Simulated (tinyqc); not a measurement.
Deep-level transient spectroscopy: one step of the calculation.

Schottky contact on an n-type layer with shallow donors Nd (all ionised) and a donor-like deep trap, neutral when filled and positive when empty; depletion approximation. Traps within lam of the depletion edge stay filled. A long pulse to Vp fills the traps beyond x1 = Wp - lam; back at Vr those between x1 and x2 = Wr - lam emit. A rate window reads S = C(t2) - C(t1).

Question. Widths. lam = sqrt(2 eps0 eps_r (EF - ET)/(q Nd)), EF - ET = Et - (kB T/q) ln(Nc(T)/Nd), Nc(T) = Nc (T/300 K)^1.5. In the steady state at the band bending V, 2 eps0 eps_r V/q = Nd W^2 + Nt (W - lam)^2 (the second term only if W > lam). V = Vbi + Vr gives Wr and V = Vbi + Vp gives Wp; x1 = max(Wp - lam, 0).

Parameters, values chosen for the exercise; material values close to those of gallium nitride: relative permittivity eps_r = 9.44; conduction-band density of states at 300 K Nc = 2.29e18 cm^-3; shallow donor density Nd = 5.3e14 cm^-3; built-in voltage Vbi = 1.17 V; depth of the trap below the conduction edge Et = 0.66 eV; trap density Nt = 3.4e13 cm^-3; reverse bias Vr = 8.4 V; reverse bias during the filling pulse Vp = 0.6 V; temperature of the transient T = 462 K.

Constants: q = 1.602176634e-19 C, kB = 1.380649e-23 J/K, eps0 = 8.8541878128e-14 F/cm where lengths are in cm. Results are converted to the units shown.

Wanted: lam; Wr; Wp; x1; x2; G = (x2^2 - x1^2)/Wr^2.

Answer.

lam = 769.7 nm
Wr = 4250 nm
Wp = 1847 nm
x1 = 1077 nm
x2 = 3480 nm
G = (x2^2 - x1^2)/Wr^2 = 0.6064

Program tinyqc, `OMP_NUM_THREADS=1 python tinyqc.py 2050084 2050085 out.jsonl`; Intel Xeon 2.30GHz, shared host, one thread, about 0.01 s.
